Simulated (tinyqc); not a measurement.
## Silicon n-p-n transistor, Gummel numbers and transit times: Cut-off frequency against collector current

One-dimensional n-p-n transistor in the forward active mode at low injection. In the base p(x) = NB exp(-eta x/wb) and ni(x)^2 = ni^2 exp((g0 + g1 x/wb)/Vt); electrons leave the base at vsat; band spikes at the emitter junction and recombination inside the emitter are ignored.

f(x) = p(x) ni^2/ni(x)^2; I(x) = integral from x to wb of f/Dn, plus f(wb)/vsat; base Gummel number GB = I(0); electron density per unit flux n/(J/q) = I/f; base transit time tauB = integral of I/f over the base. ni = sqrt(Nc Nv) exp(-Eg/(2 Vt)), Eg in volts; JC = J0 exp(VBE/Vt), J0 = q ni^2/GB; collector layer one-sided, Wc = sqrt(2 eps0 eps_r (Vbc + VCB)/(q NC)), Vbc = Vt ln(NB exp(-eta) NC/ni^2), Cjc = eps0 eps_r/Wc, tauC = Wc/(2 vsat). Delay 1/(2 pi fT) = tauE + tauB + tauC + tauR with tauE = Vt (Cj + Cjc)/JC and tauR = Rc Cjc. Charge stored in the emitter is left out. The Kirk effect, also left out, sets in near JC = q NC vsat. n(0) = (JC/q) I(0)/f(0).

Inputs (values chosen for the exercise); band and dielectric values close to those of silicon: temperature T = 300 K; band gap Eg = 1.11 eV; relative permittivity eps_r = 11.5; conduction-band density of states at T Nc = 2.8e19 cm^-3; valence-band density of states at T Nv = 2.61e19 cm^-3; saturation velocity vsat = 9.85e6 cm/s; neutral base width wb = 530 nm; base doping at the emitter edge NB = 4.5e17 cm^-3; doping falls as exp(-eta x/wb) eta = 1.1; gap reduction at the emitter edge of the base g0 = 0 eV; further gap reduction across the base (linear) g1 = 0 eV; electron diffusion coefficient in the base Dn = 6.3 cm^2/s; collector doping NC = 2.9e16 cm^-3; collector-base reverse bias VCB = 1.9 V; emitter junction capacitance Cj = 1.1 fF/um^2; emitter plus collector resistance Rc = 6.4 ohm um^2.

Constants: q = 1.602176634e-19 C, kB = 1.380649e-23 J/K, Vt = kB T/q, eps0 = 8.8541878128e-14 F/cm where lengths are in cm. Results are converted to the units shown.

The same in every row: tauB (ps) = 162.8; tauC (ps) = 1.746; tauR (ps) = 0.001895.

Cut-off frequency against collector current:
```
JC (mA/um^2)  VBE (V)  tauE (ps)  fT (GHz)  JC/(q NC vsat)   n(0)/NB
0.00023        0.7324      156.9    0.4951        5.026e-4  0.001638
0.00048        0.7514      75.19    0.6640        0.001049  0.003419
0.00097        0.7696      37.21    0.7890        0.002119  0.006910
0.002          0.7883      18.05    0.8718        0.004370   0.01425
0.0041         0.8069      8.803    0.9183        0.008959   0.02921
0.0083         0.8251      4.348    0.9425         0.01814   0.05913
0.017          0.8437      2.123    0.9551         0.03715    0.1211
0.034          0.8616      1.061    0.9612         0.07429    0.2422
0.07           0.8803     0.5156    0.9644          0.1530    0.4986
```

fT rises from 0.495 to 0.964 GHz as the charging time falls as 1/JC; its limit for vanishing tauE is 0.967 GHz, of which the largest delay is tauB (98.9 %). tauE equals the other delays together at JC = 2.19e-4 mA/um^2. For JC = 0.034, 0.07 the electron density at the emitter edge exceeds a fifth of NB, beyond low injection.

Range of the model: Heavy doping makes emitter or base degenerate; gE and g0 are to be read as apparent gap changes that include this.

tinyqc, about 0.01 s, one thread, Intel Xeon 2.30GHz (shared host): `OMP_NUM_THREADS=1 python tinyqc.py 2320035 2320036 out.jsonl`
